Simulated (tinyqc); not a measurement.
Minority-electron transport through the base of a bipolar transistor (Moll-Ross and Kroemer integrals): one step, computed by the program tinyqc.

Low injection, one dimension, x from the emitter edge (0) to the collector edge (W), s = x/W. Recombination is treated as a small correction (valid for tau_B well below tau_n), computed from the stored charge.

Task: Profile and built-in field. N(x) = N_0 (ratio)^(-s); n_i(x)^2 = n_i^2 exp(s dE_g/k_B T); D(x) = (k_B T/e) mu, mu = mu_min + (mu_max - mu_min)/(1 + (N/N_ref)^0.7). Field that drives electrons towards the collector, averaged over the base: (k_B T/e) ln[N_0 n_i(W)^2/(N(W) n_i^2)]/W.

Inputs (values chosen for the exercise, modelled on silicon):
```
quantity                               value        unit
base doping at the emitter edge N_0  1.2e+19      1/cm^3
base width W                             160          nm
mu_min                                   180  cm^2/(V s)
mu_max                                  1290  cm^2/(V s)
N_ref                                1.3e+17      1/cm^3
temperature T                            300           K
doping ratio N_0/N(W)                    5.4           -
gap narrowing across the base dE_g        92         meV
```

Base doping profile: exponential. Gap grading: linear. Exit of the base: saturation velocity.

Constants: k_B = 8.617333262e-05 eV/K.

Give: Across the base; drift factor eta (potential drop in k_B T/e); mean built-in field.

Result:

Across the base:
```
s    N (1/cm^3)  n_i(x)^2/n_i^2  D (cm^2/s)  y (s/cm^5)
0.0   1.200e+19            1.00       5.813   2.064e+18
0.2   8.565e+18            2.04       6.106   6.884e+17
0.4   6.113e+18            4.15       6.468   2.276e+17
0.6   4.363e+18            8.46       6.913   7.460e+16
0.8   3.114e+18           17.24       7.457   2.423e+16
1.0   2.222e+18           35.12       8.113   7.800e+15
```

drift factor eta (potential drop in k_B T/e) = 5.245

mean built-in field = 8.475 kV/cm
